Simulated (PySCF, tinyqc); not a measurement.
RHF in the sto-3g basis, for H6, spin multiplicity 1, step by step (part 1 of 2). The lowest restricted solution is unstable here: a spin-polarised one lies 0.0050 hartree lower (PySCF). Computed by tinyqc, a small Python program that keeps every step (integrals from PySCF). Settings: charge = 0, multiplicity = 1, basis = sto-3g, energy threshold = 1e-09, iteration cap = 78, orthogonalisation = canonical, start = atomic densities, DIIS depth = 3, DIIS from iteration = 2, damping = 0.3, method = RHF. Command: `OMP_NUM_THREADS=1 python tinyqc.py 20127 20128 out.jsonl` (the two numbers bound the seeds that draw the settings). One thread of a shared host (Intel(R) Xeon(R) Processor @ 2.60GHz), about 0.1 s of CPU time with the checks. Later iterations appear only in the table of the cycle.

## One-electron integrals

Geometry (angstrom):
```
atom,x,y,z
H,0.0000,0.0000,0.0000
H,0.0000,0.0000,1.1880
H,0.0000,0.0000,2.9620
H,0.0000,0.0000,4.1500
H,0.0000,0.0000,5.9250
H,0.0000,0.0000,7.1120
```

Basis sto-3g: exponents (1/bohr^2) and contraction coefficients of normalised primitives:
```
element,l (shell),exponent,coefficient
H,s (1),3.4253,0.1543
H,s (1),0.6239,0.5353
H,s (1),0.1689,0.4446
```

Overlap, kinetic and nuclear-attraction integrals over the contracted functions; the nuclear repulsion is the sum of Za Zb / Rab.

nuclear repulsion = 3.267450 hartree

overlap S:
```
,1H 1s,2H 1s,3H 1s,4H 1s,5H 1s,6H 1s
1H 1s,1.0000,0.3931,0.0198,0.0012,0.0000,0.0000
2H 1s,0.3931,1.0000,0.1708,0.0198,0.0002,0.0000
3H 1s,0.0198,0.1708,1.0000,0.3931,0.0197,0.0012
4H 1s,0.0012,0.0198,0.3931,1.0000,0.1706,0.0198
5H 1s,0.0000,0.0002,0.0197,0.1706,1.0000,0.3936
6H 1s,0.0000,0.0000,0.0012,0.0198,0.3936,1.0000
```

kinetic energy T (hartree):
```
,1H 1s,2H 1s,3H 1s,4H 1s,5H 1s,6H 1s
1H 1s,0.7600,0.0555,-0.0070,-0.0009,0.0000,0.0000
2H 1s,0.0555,0.7600,-0.0054,-0.0070,-0.0002,0.0000
3H 1s,-0.0070,-0.0054,0.7600,0.0555,-0.0070,-0.0009
4H 1s,-0.0009,-0.0070,0.0555,0.7600,-0.0054,-0.0070
5H 1s,0.0000,-0.0002,-0.0070,-0.0054,0.7600,0.0558
6H 1s,0.0000,0.0000,-0.0009,-0.0070,0.0558,0.7600
```

nuclear attraction V (hartree):
```
,1H 1s,2H 1s,3H 1s,4H 1s,5H 1s,6H 1s
1H 1s,-2.1354,-0.7963,-0.0363,-0.0021,0.0000,0.0000
2H 1s,-0.7963,-2.3432,-0.3335,-0.0377,-0.0004,0.0000
3H 1s,-0.0363,-0.3335,-2.4482,-0.8730,-0.0376,-0.0021
4H 1s,-0.0021,-0.0377,-0.8730,-2.4481,-0.3330,-0.0363
5H 1s,0.0000,-0.0004,-0.0376,-0.3330,-2.3433,-0.7976
6H 1s,0.0000,0.0000,-0.0021,-0.0363,-0.7976,-2.1358
```

core Hamiltonian H = T + V (hartree):
```
,1H 1s,2H 1s,3H 1s,4H 1s,5H 1s,6H 1s
1H 1s,-1.3754,-0.7408,-0.0433,-0.0030,0.0000,0.0000
2H 1s,-0.7408,-1.5831,-0.3389,-0.0447,-0.0007,0.0000
3H 1s,-0.0433,-0.3389,-1.6882,-0.8174,-0.0446,-0.0030
4H 1s,-0.0030,-0.0447,-0.8174,-1.6881,-0.3384,-0.0433
5H 1s,0.0000,-0.0007,-0.0446,-0.3384,-1.5832,-0.7418
6H 1s,0.0000,0.0000,-0.0030,-0.0433,-0.7418,-1.3757
```

## Two-electron integrals

Functions are numbered as in S; the eight-fold symmetry (ij|kl) = (ji|kl) = (kl|ij) leaves the list below.

Two-electron integrals (ij|kl) in chemists' order, unique and non-zero (hartree):
```
i,j,k,l,(ij|kl)
1,1,1,1,0.7746
2,1,1,1,0.2312
2,1,2,1,0.0944
2,2,1,1,0.4212
2,2,2,1,0.2312
2,2,2,2,0.7746
3,1,1,1,0.0072
3,1,2,1,0.0035
3,1,2,2,0.0106
3,1,3,1,1.81e-04
3,2,1,1,0.0448
3,2,2,1,0.0241
3,2,2,2,0.0849
3,2,3,1,0.0016
3,2,3,2,0.0157
3,3,1,1,0.1786
3,3,2,1,0.0888
3,3,2,2,0.2960
3,3,3,1,0.0072
3,3,3,2,0.0849
3,3,3,3,0.7746
4,1,1,1,3.13e-04
4,1,2,1,1.62e-04
4,1,2,2,0.0005
4,1,3,1,1.03e-05
4,1,3,2,9.99e-05
4,1,3,3,0.0005
4,1,4,1,6.51e-07
4,2,1,1,0.0041
4,2,2,1,0.0021
4,2,2,2,0.0072
4,2,3,1,1.48e-04
4,2,3,2,0.0016
4,2,3,3,0.0106
4,2,4,1,1.03e-05
4,2,4,2,1.81e-04
4,3,1,1,0.0588
4,3,2,1,0.0281
4,3,2,2,0.0888
4,3,3,1,0.0021
4,3,3,2,0.0241
4,3,3,3,0.2312
4,3,4,1,1.62e-04
4,3,4,2,0.0035
4,3,4,3,0.0944
4,4,1,1,0.1275
4,4,2,1,0.0588
4,4,2,2,0.1786
4,4,3,1,0.0041
4,4,3,2,0.0448
4,4,3,3,0.4212
4,4,4,1,3.13e-04
4,4,4,2,0.0072
4,4,4,3,0.2312
4,4,4,4,0.7746
5,1,1,1,8.99e-07
5,1,2,1,4.45e-07
5,1,2,2,1.47e-06
5,1,3,1,3.30e-08
5,1,3,2,3.64e-07
5,1,3,3,2.78e-06
5,1,4,2,4.51e-08
5,1,4,3,9.44e-07
5,1,4,4,1.96e-06
5,2,1,1,3.54e-05
5,2,2,1,1.69e-05
5,2,2,2,5.34e-05
5,2,3,1,1.22e-06
5,2,3,2,1.37e-05
5,2,3,3,1.18e-04
5,2,4,1,9.24e-08
5,2,4,2,1.90e-06
5,2,4,3,4.78e-05
5,2,4,4,1.18e-04
5,2,5,2,2.55e-08
5,3,1,1,0.0024
5,3,2,1,0.0011
5,3,2,2,0.0033
5,3,3,1,7.38e-05
5,3,3,2,0.0008
5,3,3,3,0.0071
5,3,4,1,5.55e-06
5,3,4,2,1.20e-04
5,3,4,3,0.0035
5,3,4,4,0.0106
5,3,5,1,3.30e-08
5,3,5,2,1.89e-06
5,3,5,3,1.80e-04
5,4,1,1,0.0180
5,4,2,1,0.0081
5,4,2,2,0.0237
5,4,3,1,0.0005
5,4,3,2,0.0054
5,4,3,3,0.0447
5,4,4,1,3.78e-05
5,4,4,2,0.0008
5,4,4,3,0.0241
5,4,4,4,0.0848
5,4,5,1,2.21e-07
5,4,5,2,1.37e-05
5,4,5,3,0.0016
5,4,5,4,0.0156
5,5,1,1,0.0893
5,5,2,1,0.0391
5,5,2,2,0.1117
5,5,3,1,0.0024
5,5,3,2,0.0237
5,5,3,3,0.1786
5,5,4,1,1.66e-04
5,5,4,2,0.0033
5,5,4,3,0.0888
5,5,4,4,0.2958
5,5,5,1,8.99e-07
5,5,5,2,5.34e-05
5,5,5,3,0.0071
5,5,5,4,0.0848
5,5,5,5,0.7746
6,1,1,1,7.01e-09
6,1,2,2,1.05e-08
6,1,3,3,2.37e-08
6,1,4,3,9.62e-09
6,1,4,4,2.37e-08
6,1,5,5,1.05e-08
6,2,1,1,6.44e-07
6,2,2,1,2.97e-07
6,2,2,2,9.02e-07
6,2,3,1,2.04e-08
6,2,3,2,2.23e-07
6,2,3,3,1.97e-06
6,2,4,2,3.32e-08
6,2,4,3,9.47e-07
6,2,4,4,2.79e-06
6,2,5,3,4.51e-08
6,2,5,4,3.65e-07
6,2,5,5,1.47e-06
6,3,1,1,1.27e-04
6,3,2,1,5.68e-05
6,3,2,2,1.67e-04
6,3,3,1,3.64e-06
6,3,3,2,3.79e-05
6,3,3,3,3.13e-04
6,3,4,1,2.65e-07
6,3,4,2,5.57e-06
6,3,4,3,1.62e-04
6,3,4,4,0.0005
6,3,5,2,9.24e-08
6,3,5,3,1.02e-05
6,3,5,4,9.98e-05
6,3,5,5,0.0005
6,3,6,3,6.51e-07
6,4,1,1,0.0019
6,4,2,1,0.0008
6,4,2,2,0.0024
6,4,3,1,5.13e-05
6,4,3,2,0.0005
6,4,3,3,0.0041
6,4,4,1,3.64e-06
6,4,4,2,7.40e-05
6,4,4,3,0.0021
6,4,4,4,0.0072
6,4,5,1,2.03e-08
6,4,5,2,1.23e-06
6,4,5,3,1.48e-04
6,4,5,4,0.0016
6,4,5,5,0.0106
6,4,6,2,3.32e-08
6,4,6,3,1.03e-05
6,4,6,4,1.81e-04
6,5,1,1,0.0320
6,5,2,1,0.0139
6,5,2,2,0.0392
6,5,3,1,0.0008
6,5,3,2,0.0081
6,5,3,3,0.0589
6,5,4,1,5.68e-05
6,5,4,2,0.0011
6,5,4,3,0.0281
6,5,4,4,0.0889
6,5,5,1,2.96e-07
6,5,5,2,1.69e-05
6,5,5,3,0.0021
6,5,5,4,0.0241
6,5,5,5,0.2315
6,5,6,2,4.47e-07
6,5,6,3,1.62e-04
6,5,6,4,0.0035
6,5,6,5,0.0947
6,6,1,1,0.0744
6,6,2,1,0.0320
6,6,2,2,0.0893
6,6,3,1,0.0019
6,6,3,2,0.0181
6,6,3,3,0.1275
6,6,4,1,1.27e-04
6,6,4,2,0.0024
6,6,4,3,0.0588
6,6,4,4,0.1786
6,6,5,1,6.41e-07
6,6,5,2,3.54e-05
6,6,5,3,0.0040
6,6,5,4,0.0447
6,6,5,5,0.4215
6,6,6,1,7.01e-09
6,6,6,2,9.02e-07
6,6,6,3,3.13e-04
6,6,6,4,0.0072
6,6,6,5,0.2315
6,6,6,6,0.7746
```

## Orthogonalisation

S = U s U^T; canonical form X = U s^(-1/2), so that X^T S X = 1. Each column of U has its largest component positive (the first on a tie).

eigenvalues of S: 0.5047  0.5883  0.6906  1.2544  1.4113  1.5506

X:
```
,1,2,3,4,5,6
1H 1s,-0.4034,-0.6249,0.5141,-0.3809,-0.4084,0.2385
2H 1s,0.5428,0.6620,-0.3779,-0.2693,-0.4231,0.3122
3H 1s,-0.7292,-0.1426,-0.5646,0.4263,-0.0898,0.4096
4H 1s,0.7293,-0.1383,0.5654,0.4267,0.0880,0.4096
5H 1s,-0.5443,0.6627,0.3753,-0.2680,0.4235,0.3127
6H 1s,0.4052,-0.6265,-0.5114,-0.3794,0.4093,0.2391
```

## Starting guess

The start is atomic minimal-basis densities projected into this basis (PySCF's MINAO start) and scaled to the electron count of each spin; this density is not idempotent, so its energy is not variational and may lie below the converged one.

D at the start:
```
,1H 1s,2H 1s,3H 1s,4H 1s,5H 1s,6H 1s
1H 1s,0.9641,0.0918,0.0104,0.0007,0.0002,0.0000
2H 1s,0.0918,0.9499,0.0751,0.0098,0.0031,0.0002
3H 1s,0.0104,0.0751,0.9510,0.0922,0.0098,0.0007
4H 1s,0.0007,0.0098,0.0922,0.9511,0.0751,0.0104
5H 1s,0.0002,0.0031,0.0098,0.0751,0.9499,0.0918
6H 1s,0.0000,0.0002,0.0007,0.0104,0.0918,0.9641
```

## Iteration 1: building the Fock matrix

J_ij = sum D_kl (ij|kl), K_ij = sum D_kl (ik|jl); F = H + J - 0.5 K; E = tr D H + tr D J / 2 - 0.25 tr D K + E_nn.

Coulomb J (hartree):
```
,1H 1s,2H 1s,3H 1s,4H 1s,5H 1s,6H 1s
1H 1s,1.6636,0.6809,0.0332,0.0020,0.0000,0.0000
2H 1s,0.6809,1.8684,0.3008,0.0347,0.0004,0.0000
3H 1s,0.0332,0.3008,1.9731,0.7570,0.0346,0.0020
4H 1s,0.0020,0.0347,0.7570,1.9730,0.3003,0.0332
5H 1s,0.0000,0.0004,0.0346,0.3003,1.8684,0.6819
6H 1s,0.0000,0.0000,0.0020,0.0332,0.6819,1.6639
```

exchange K (hartree):
```
,1H 1s,2H 1s,3H 1s,4H 1s,5H 1s,6H 1s
1H 1s,0.8798,0.4945,0.0505,0.0088,0.0006,0.0001
2H 1s,0.4945,0.8981,0.1999,0.0505,0.0035,0.0006
3H 1s,0.0505,0.1999,0.8987,0.4965,0.0504,0.0088
4H 1s,0.0088,0.0505,0.4965,0.8986,0.1995,0.0505
5H 1s,0.0006,0.0035,0.0504,0.1995,0.8983,0.4952
6H 1s,0.0001,0.0006,0.0088,0.0505,0.4952,0.8801
```

Fock matrix F (hartree):
```
,1H 1s,2H 1s,3H 1s,4H 1s,5H 1s,6H 1s
1H 1s,-0.1517,-0.3071,-0.0353,-0.0054,-0.0003,0.0000
2H 1s,-0.3071,-0.1638,-0.1380,-0.0353,-0.0020,-0.0003
3H 1s,-0.0353,-0.1380,-0.1645,-0.3087,-0.0352,-0.0054
4H 1s,-0.0054,-0.0353,-0.3087,-0.1644,-0.1378,-0.0353
5H 1s,-0.0003,-0.0020,-0.0352,-0.1378,-0.1640,-0.3075
6H 1s,0.0000,-0.0003,-0.0054,-0.0353,-0.3075,-0.1519
```

total energy of this density = -1.997840 hartree

This density is the starting one; it is not idempotent, so its energy is not variational and may lie below the converged one.

## Iteration 1: diagonalisation and new density

Diagonalise F' = X^T F X, C = X C', fill 3 alpha and 3 beta electrons from the bottom; D = 2 C_occ C_occ^T; the new density keeps 0.3 of the old one (damping). Each column has its largest component positive (the first on a tie).

F' = X^T F X (hartree):
```
,1,2,3,4,5,6
1,0.4057,0.0000,-0.0012,0.0000,0.0010,0.0000
2,0.0000,0.2770,0.0000,0.0014,0.0000,-0.0011
3,-0.0012,0.0000,0.1508,0.0000,-0.0018,0.0000
4,0.0000,0.0014,0.0000,-0.2599,0.0000,-0.0010
5,0.0010,0.0000,-0.0018,0.0000,-0.3389,0.0000
6,0.0000,-0.0011,0.0000,-0.0010,0.0000,-0.4049
```

orbital energies (hartree): MO1 -0.4049, MO2 -0.3389, MO3 -0.2599, MO4 0.1508, MO5 0.2770, MO6 0.4057

coefficients C:
```
,MO1,MO2,MO3,MO4,MO5,MO6
1H 1s,0.2347,-0.4060,-0.3810,0.5134,-0.6263,-0.4067
2H 1s,0.3112,-0.4252,-0.2734,-0.3734,0.6608,0.5443
3H 1s,0.4124,-0.0912,0.4237,-0.5679,-0.1417,-0.7265
4H 1s,0.4125,0.0889,0.4242,0.5686,-0.1383,0.7266
5H 1s,0.3119,0.4256,-0.2718,0.3713,0.6615,-0.5454
6H 1s,0.2355,0.4069,-0.3793,-0.5112,-0.6278,0.4081
```

D after iteration 1:
```
,1H 1s,2H 1s,3H 1s,4H 1s,5H 1s,6H 1s
1H 1s,0.8003,0.5173,-0.0356,-0.1411,0.0056,0.0484
2H 1s,0.5173,0.7784,0.0943,-0.0326,-0.0125,0.0056
3H 1s,-0.0356,0.0943,0.7864,0.5061,-0.0325,-0.1408
4H 1s,-0.1411,-0.0326,0.5061,0.7865,0.0942,-0.0355
5H 1s,0.0056,-0.0125,-0.0325,0.0942,0.7783,0.5172
6H 1s,0.0484,0.0056,-0.1408,-0.0355,0.5172,0.8001
```

## Iteration 2: building the Fock matrix

As before.

Coulomb J (hartree):
```
,1H 1s,2H 1s,3H 1s,4H 1s,5H 1s,6H 1s
1H 1s,1.6601,0.6830,0.0331,0.0020,0.0000,0.0000
2H 1s,0.6830,1.8600,0.2983,0.0345,0.0004,0.0000
3H 1s,0.0331,0.2983,1.9638,0.7578,0.0344,0.0020
4H 1s,0.0020,0.0345,0.7578,1.9638,0.2978,0.0331
5H 1s,0.0000,0.0004,0.0344,0.2978,1.8601,0.6840
6H 1s,0.0000,0.0000,0.0020,0.0331,0.6840,1.6604
```

exchange K (hartree):
```
,1H 1s,2H 1s,3H 1s,4H 1s,5H 1s,6H 1s
1H 1s,0.9328,0.6339,0.0496,-0.0112,-0.0009,0.0032
2H 1s,0.6339,0.9450,0.1932,0.0492,0.0006,-0.0009
3H 1s,0.0496,0.1932,0.9449,0.6292,0.0491,-0.0111
4H 1s,-0.0112,0.0492,0.6292,0.9449,0.1929,0.0495
5H 1s,-0.0009,0.0006,0.0491,0.1929,0.9453,0.6346
6H 1s,0.0032,-0.0009,-0.0111,0.0495,0.6346,0.9331
```

Fock matrix F (hartree):
```
,1H 1s,2H 1s,3H 1s,4H 1s,5H 1s,6H 1s
1H 1s,-0.1817,-0.3748,-0.0349,0.0046,0.0005,-0.0016
2H 1s,-0.3748,-0.1956,-0.1372,-0.0348,-0.0006,0.0005
3H 1s,-0.0349,-0.1372,-0.1968,-0.3742,-0.0347,0.0046
4H 1s,0.0046,-0.0348,-0.3742,-0.1968,-0.1370,-0.0349
5H 1s,0.0005,-0.0006,-0.0347,-0.1370,-0.1958,-0.3752
6H 1s,-0.0016,0.0005,0.0046,-0.0349,-0.3752,-0.1819
```

total energy of this density = -2.683165 hartree

This density is a damped mixture and is not idempotent, and it still holds part of the atomic start, so its energy may lie below the converged one.

## Iteration 2: diagonalisation and new density

As before.

F' = X^T F X (hartree):
```
,1,2,3,4,5,6
1,0.4603,0.0000,-0.0046,0.0000,0.0119,0.0000
2,0.0000,0.3357,-0.0001,0.0166,0.0000,0.0066
3,-0.0046,-0.0001,0.2117,0.0000,0.0080,0.0000
4,0.0000,0.0166,0.0000,-0.3436,0.0000,-0.0010
5,0.0119,0.0000,0.0080,0.0000,-0.4085,0.0000
6,0.0000,0.0066,0.0000,-0.0010,0.0000,-0.4625
```

orbital energies (hartree): MO1 -0.4626, MO2 -0.4087, MO3 -0.3440, MO4 0.2117, MO5 0.3362, MO6 0.4606

coefficients C:
```
,MO1,MO2,MO3,MO4,MO5,MO6
1H 1s,0.2401,-0.4094,-0.3681,0.5010,-0.6321,-0.4184
2H 1s,0.3039,-0.4255,-0.2886,-0.3733,0.6579,0.5440
3H 1s,0.4148,-0.0728,0.4256,-0.5789,-0.1283,-0.7199
4H 1s,0.4148,0.0702,0.4260,0.5795,-0.1249,0.7200
5H 1s,0.3046,0.4261,-0.2867,0.3713,0.6585,-0.5452
6H 1s,0.2410,0.4104,-0.3662,-0.4988,-0.6334,0.4198
```

D after iteration 2:
```
,1H 1s,2H 1s,3H 1s,4H 1s,5H 1s,6H 1s
1H 1s,0.7451,0.6499,-0.0488,-0.1626,0.0076,0.0490
2H 1s,0.6499,0.7329,0.0762,-0.0472,-0.0122,0.0076
3H 1s,-0.0488,0.0762,0.7378,0.6395,-0.0471,-0.1623
4H 1s,-0.1626,-0.0472,0.6395,0.7379,0.0760,-0.0488
5H 1s,0.0076,-0.0122,-0.0471,0.0760,0.7327,0.6497
6H 1s,0.0490,0.0076,-0.1623,-0.0488,0.6497,0.7448
```

## Iteration 3: building the Fock matrix

As before.

Coulomb J (hartree):
```
,1H 1s,2H 1s,3H 1s,4H 1s,5H 1s,6H 1s
1H 1s,1.6578,0.6838,0.0331,0.0020,0.0000,0.0000
2H 1s,0.6838,1.8591,0.2977,0.0345,0.0004,0.0000
3H 1s,0.0331,0.2977,1.9625,0.7588,0.0344,0.0020
4H 1s,0.0020,0.0345,0.7588,1.9624,0.2972,0.0331
5H 1s,0.0000,0.0004,0.0344,0.2972,1.8592,0.6848
6H 1s,0.0000,0.0000,0.0020,0.0331,0.6848,1.6581
```

exchange K (hartree):
```
,1H 1s,2H 1s,3H 1s,4H 1s,5H 1s,6H 1s
1H 1s,0.9467,0.6776,0.0488,-0.0152,-0.0013,0.0033
2H 1s,0.6776,0.9614,0.1853,0.0481,0.0003,-0.0013
3H 1s,0.0488,0.1853,0.9596,0.6725,0.0480,-0.0151
4H 1s,-0.0152,0.0481,0.6725,0.9596,0.1850,0.0487
5H 1s,-0.0013,0.0003,0.0480,0.1850,0.9618,0.6783
6H 1s,0.0033,-0.0013,-0.0151,0.0487,0.6783,0.9471
```

Fock matrix F (hartree):
```
,1H 1s,2H 1s,3H 1s,4H 1s,5H 1s,6H 1s
1H 1s,-0.1909,-0.3958,-0.0345,0.0066,0.0006,-0.0017
2H 1s,-0.3958,-0.2047,-0.1339,-0.0343,-0.0004,0.0006
3H 1s,-0.0345,-0.1339,-0.2055,-0.3949,-0.0342,0.0065
4H 1s,0.0066,-0.0343,-0.3949,-0.2055,-0.1337,-0.0345
5H 1s,0.0006,-0.0004,-0.0342,-0.1337,-0.2049,-0.3962
6H 1s,-0.0017,0.0006,0.0065,-0.0345,-0.3962,-0.1911
```

total energy of this density = -2.918541 hartree

This density is a damped mixture and is not idempotent, and it still holds part of the atomic start, so its energy may lie below the converged one.

## Iteration 3: DIIS over 2 matrices

error matrix X^T (FDS - SDF) X:
```
,1,2,3,4,5,6
1,0.0000,0.0000,-0.0001,0.0000,0.0166,0.0000
2,0.0000,0.0000,0.0000,0.0208,0.0000,0.0130
3,0.0001,0.0000,0.0000,0.0000,0.0158,0.0000
4,0.0000,-0.0208,0.0000,0.0000,0.0000,0.0000
5,-0.0166,0.0000,-0.0158,0.0000,0.0000,0.0000
6,0.0000,-0.0130,0.0000,0.0000,0.0000,0.0000
```

B (overlaps of the stored error matrices):
```
,1,2
1,3.9758146e-03,2.9860988e-03
2,2.9860988e-03,2.2542490e-03
```

Minimise |sum c_i e_i|^2 with sum c_i = 1: solve [B -1; -1 0][c; lambda] = [0; -1] with B_ij = tr e_i^T e_j, and take F = sum c_i F_i.

DIIS coefficients: -2.8381  3.8381

extrapolated F (hartree):
```
,1H 1s,2H 1s,3H 1s,4H 1s,5H 1s,6H 1s
1H 1s,-0.2170,-0.4554,-0.0335,0.0122,0.0011,-0.0017
2H 1s,-0.4554,-0.2305,-0.1245,-0.0328,0.0001,0.0011
3H 1s,-0.0335,-0.1245,-0.2303,-0.4537,-0.0328,0.0122
4H 1s,0.0122,-0.0328,-0.4537,-0.2302,-0.1243,-0.0335
5H 1s,0.0011,0.0001,-0.0328,-0.1243,-0.2307,-0.4558
6H 1s,-0.0017,0.0011,0.0122,-0.0335,-0.4558,-0.2173
```

## Iteration 3: diagonalisation and new density

As before.

F' = X^T F X (hartree):
```
,1,2,3,4,5,6
1,0.5237,0.0000,-0.0065,0.0001,0.0324,0.0000
2,0.0000,0.4039,0.0000,0.0444,0.0000,0.0235
3,-0.0065,0.0000,0.2917,-0.0001,0.0300,-0.0001
4,0.0001,0.0444,-0.0001,-0.4452,0.0001,0.0007
5,0.0324,0.0000,0.0300,0.0001,-0.4877,0.0000
6,0.0000,0.0235,-0.0001,0.0007,0.0000,-0.5240
```

orbital energies (hartree): MO1 -0.5246, MO2 -0.4899, MO3 -0.4475, MO4 0.2927, MO5 0.4068, MO6 0.5249

coefficients C:
```
,MO1,MO2,MO3,MO4,MO5,MO6
1H 1s,0.2521,-0.4145,-0.3499,0.4882,-0.6377,-0.4283
2H 1s,0.2935,-0.4254,-0.3059,-0.3816,0.6548,0.5383
3H 1s,0.4153,-0.0453,0.4304,-0.5842,-0.1095,-0.7179
4H 1s,0.4153,0.0418,0.4307,0.5847,-0.1059,0.7180
5H 1s,0.2946,0.4262,-0.3035,0.3795,0.6555,-0.5395
6H 1s,0.2533,0.4157,-0.3475,-0.4859,-0.6390,0.4297
```

D after iteration 3:
```
,1H 1s,2H 1s,3H 1s,4H 1s,5H 1s,6H 1s
1H 1s,0.7245,0.6953,-0.0526,-0.1374,0.0076,0.0331
2H 1s,0.6953,0.7247,0.0361,-0.0529,-0.0064,0.0076
3H 1s,-0.0526,0.0361,0.7250,0.6902,-0.0527,-0.1371
4H 1s,-0.1374,-0.0529,0.6902,0.7250,0.0360,-0.0526
5H 1s,0.0076,-0.0064,-0.0527,0.0360,0.7245,0.6950
6H 1s,0.0331,0.0076,-0.1371,-0.0526,0.6950,0.7242
```

## Iteration 4: building the Fock matrix

As before.

Coulomb J (hartree):
```
,1H 1s,2H 1s,3H 1s,4H 1s,5H 1s,6H 1s
1H 1s,1.6569,0.6843,0.0331,0.0020,0.0000,0.0000
2H 1s,0.6843,1.8599,0.2975,0.0345,0.0004,0.0000
3H 1s,0.0331,0.2975,1.9631,0.7597,0.0344,0.0020
4H 1s,0.0020,0.0345,0.7597,1.9630,0.2970,0.0331
5H 1s,0.0000,0.0004,0.0344,0.2970,1.8600,0.6853
6H 1s,0.0000,0.0000,0.0020,0.0331,0.6853,1.6572
```

exchange K (hartree):
```
,1H 1s,2H 1s,3H 1s,4H 1s,5H 1s,6H 1s
1H 1s,0.9506,0.6928,0.0477,-0.0133,-0.0012,0.0023
2H 1s,0.6928,0.9671,0.1742,0.0470,0.0008,-0.0011
3H 1s,0.0477,0.1742,0.9646,0.6896,0.0469,-0.0132
4H 1s,-0.0133,0.0470,0.6896,0.9645,0.1738,0.0476
5H 1s,-0.0012,0.0008,0.0469,0.1738,0.9675,0.6935
6H 1s,0.0023,-0.0011,-0.0132,0.0476,0.6935,0.9510
```

Fock matrix F (hartree):
```
,1H 1s,2H 1s,3H 1s,4H 1s,5H 1s,6H 1s
1H 1s,-0.1938,-0.4029,-0.0340,0.0056,0.0006,-0.0011
2H 1s,-0.4029,-0.2068,-0.1285,-0.0337,-0.0007,0.0006
3H 1s,-0.0340,-0.1285,-0.2074,-0.4026,-0.0336,0.0056
4H 1s,0.0056,-0.0337,-0.4026,-0.2073,-0.1283,-0.0340
5H 1s,0.0006,-0.0007,-0.0336,-0.1283,-0.2070,-0.4033
6H 1s,-0.0011,0.0006,0.0056,-0.0340,-0.4033,-0.1940
```

total energy of this density = -2.991900 hartree

This density is a damped mixture and is not idempotent, and it still holds part of the atomic start, so its energy may lie below the converged one.

## Iteration 4: DIIS over 3 matrices

error matrix X^T (FDS - SDF) X:
```
,1,2,3,4,5,6
1,0.0000,0.0000,0.0001,0.0000,-0.0027,0.0000
2,0.0000,0.0000,0.0000,-0.0028,0.0000,-0.0020
3,-0.0001,0.0000,0.0000,0.0000,-0.0016,0.0000
4,0.0000,0.0028,0.0000,0.0000,0.0000,-0.0001
5,0.0027,0.0000,0.0016,0.0000,0.0000,0.0000
6,0.0000,0.0020,0.0000,0.0001,0.0000,0.0000
```

B (overlaps of the stored error matrices):
```
,1,2,3
1,3.9758146e-03,2.9860988e-03,-4.0951207e-04
2,2.9860988e-03,2.2542490e-03,-3.0671481e-04
3,-4.0951207e-04,-3.0671481e-04,4.2819862e-05
```

As before.

DIIS coefficients: 0.1383  -0.0579  0.9196

extrapolated F (hartree):
```
,1H 1s,2H 1s,3H 1s,4H 1s,5H 1s,6H 1s
1H 1s,-0.1923,-0.3994,-0.0341,0.0054,0.0005,-0.0012
2H 1s,-0.3994,-0.2053,-0.1294,-0.0338,-0.0007,0.0005
3H 1s,-0.0341,-0.1294,-0.2060,-0.3991,-0.0338,0.0054
4H 1s,0.0054,-0.0338,-0.3991,-0.2060,-0.1292,-0.0341
5H 1s,0.0005,-0.0007,-0.0338,-0.1292,-0.2055,-0.3998
6H 1s,-0.0012,0.0005,0.0054,-0.0341,-0.3998,-0.1925
```

## Iteration 4: diagonalisation and new density

As before.

F' = X^T F X (hartree):
```
,1,2,3,4,5,6
1,0.4785,0.0000,-0.0050,0.0000,0.0208,0.0000
2,0.0000,0.3559,0.0000,0.0284,0.0000,0.0144
3,-0.0050,0.0000,0.2382,0.0000,0.0180,0.0000
4,0.0000,0.0284,0.0000,-0.3755,0.0000,-0.0002
5,0.0208,0.0000,0.0180,0.0000,-0.4314,0.0000
6,0.0000,0.0144,0.0000,-0.0002,0.0000,-0.4792
```

orbital energies (hartree): MO1 -0.4795, MO2 -0.4324, MO3 -0.3766, MO4 0.2386, MO5 0.3572, MO6 0.4791

coefficients C:
```
,MO1,MO2,MO3,MO4,MO5,MO6
1H 1s,0.2467,-0.4127,-0.3585,0.4950,-0.6350,-0.4223
2H 1s,0.2986,-0.4251,-0.2972,-0.3791,0.6564,0.5403
3H 1s,0.4148,-0.0582,0.4285,-0.5802,-0.1186,-0.7202
4H 1s,0.4148,0.0553,0.4288,0.5807,-0.1150,0.7203
5H 1s,0.2995,0.4257,-0.2952,0.3770,0.6571,-0.5415
6H 1s,0.2477,0.4137,-0.3564,-0.4927,-0.6364,0.4237
```

D after iteration 4:
```
,1H 1s,2H 1s,3H 1s,4H 1s,5H 1s,6H 1s
1H 1s,0.7209,0.7065,-0.0539,-0.1452,0.0080,0.0354
2H 1s,0.7065,0.7189,0.0406,-0.0538,-0.0072,0.0080
3H 1s,-0.0539,0.0406,0.7201,0.7007,-0.0537,-0.1448
4H 1s,-0.1452,-0.0538,0.7007,0.7202,0.0405,-0.0539
5H 1s,0.0080,-0.0072,-0.0537,0.0405,0.7187,0.7062
6H 1s,0.0354,0.0080,-0.1448,-0.0539,0.7062,0.7206
```
